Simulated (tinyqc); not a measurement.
Inside a calculation. Model: tunnelling through a gate dielectric, WKB transmission and Tsu-Esaki current.

Computed by the program tinyqc: `OMP_NUM_THREADS=1 python tinyqc.py 2540075 2540076 out.jsonl`, one thread of a shared Intel Xeon 2.30GHz, about 0.02 s for the whole run. Printed values are rounded.

Electrons leave the emitter at x = 0. Energies E (motion across the layers) are in eV from the emitter Fermi level; the collector Fermi level lies at -V and offers states at every E. No charge in the dielectric and no image force: F1 = V/t1, U = phi1 - F1 x. With C = hbar^2/(2 m0), kappa = sqrt(m (U - E)/C) where U > E and 0 elsewhere; T(E) = exp(-S), S = 2 times the integral of kappa over x.

Values chosen for this exercise; dielectric values close to those of silicon dioxide:
- T = 300 K (temperature)
- Ef = 0.09 eV (Fermi energy of the emitter above its band bottom)
- me = 1 m0 (emitter mass in the supply function)
- phi1 = 3.21 eV (barrier of layer 1 above the emitter Fermi level at zero bias)
- m1 = 0.5 m0 (tunnelling mass of layer 1)
- t1 = 3 nm (thickness of layer 1)
- V = 0.7 V (voltage across the dielectric)
- E = 0.15 eV (energy of the electron followed)
- nc = 9 (cells in each layer)
- Ea = -0.09 eV (lower end of the energy grid)
- Eb = 0.28 eV (upper end of the energy grid)
- nE = 11 (points of the energy grid)

Constants: q = 1.602176634e-19 C, kB = 1.380649e-23 J/K, hbar = 1.054571817e-34 J s, m0 = 9.1093837015e-31 kg, Vt = kB T/q, hbar^2/(2 m0) = 0.0380998212 eV nm^2. Results are converted to the units shown.

## Fields and band edges

F1 = V/t1, U = phi1 - F1 x.

F1 = 2.333333 MV/cm
U at x = t1 = 2.51 eV

## WKB exponent by the midpoint rule

Cut each layer into nc equal cells, take U and kappa at the cell centres, and sum S = 2 sum kappa h.

```
cell    x (nm)    U (eV)  kappa (1/nm)
0     0.166667  3.171111      6.296611
1     0.500000  3.093333      6.215030
2     0.833333  3.015556      6.132364
3     1.166667  2.937778      6.048569
4     1.500000  2.860000      5.963596
5     1.833333  2.782222      5.877394
6     2.166667  2.704444      5.789909
7     2.500000  2.626667      5.701082
8     2.833333  2.548889      5.610849
```

S = 35.75694
T(E) = 2.957738e-16

## WKB exponent in closed form

Each layer adds (2/F) sqrt(m/C) [G(u at its left edge) - G(u at its right edge)] to S, with u = U - E (0 where negative) and G(u) = (2/3) u^1.5. The slope follows from 1/d = -dS/dE.

S = 35.75663
T(E) = 2.958656e-16
energy d over which T(E) grows by a factor e = 0.15116 eV

The midpoint rule gives S = 35.757, so its T(E) is 0.031 % below this value. The band edge stays above E through the whole stack: direct tunnelling through a trapezoid.

## Current density on a coarse energy grid

J = J0 times the integral of T(E) N(E) dE, N = ln[(1 + exp(-E/Vt))/(1 + exp((-E - V)/Vt))], J0 = q^2 me m0 kB T/(2 pi^2 hbar^3) (times 1e-4 for A/cm^2 per eV), by Simpson's rule on nE equally spaced points from Ea to Eb.

```
point      E (eV)          T(E)            N        T(E) N
0      -0.0900000  6.255812e-17     3.511657  2.196827e-16
1      -0.0530000  7.915233e-17     2.171214  1.718567e-16
2      -0.0160000  1.002997e-16     1.049737  1.052882e-16
3       0.0210000  1.272929e-16    0.3672985  4.675447e-17
4       0.0580000  1.618044e-16    0.1008243  1.631382e-17
5       0.0950000  2.060025e-16   0.02503927  5.158152e-18
6       0.1320000  2.627026e-16  0.006042058  1.587264e-18
7       0.1690000  3.355682e-16  0.001447473  4.857260e-19
8       0.2060000  4.293752e-16  3.461602e-4  1.486326e-19
9       0.2430000  5.503623e-16  8.274880e-5  4.554182e-20
10      0.2800000  7.066952e-16  1.977893e-5  1.397767e-20
```

J0 = 4.183657e8 A/(cm^2 eV)
J = 7.035833e-9 A/cm^2

The integrand peaks at E = -0.0900 eV among these points. A converged quadrature from -Ef to above the barrier gives 7.036e-9 A/cm^2; this grid is within 0.01 % of that.
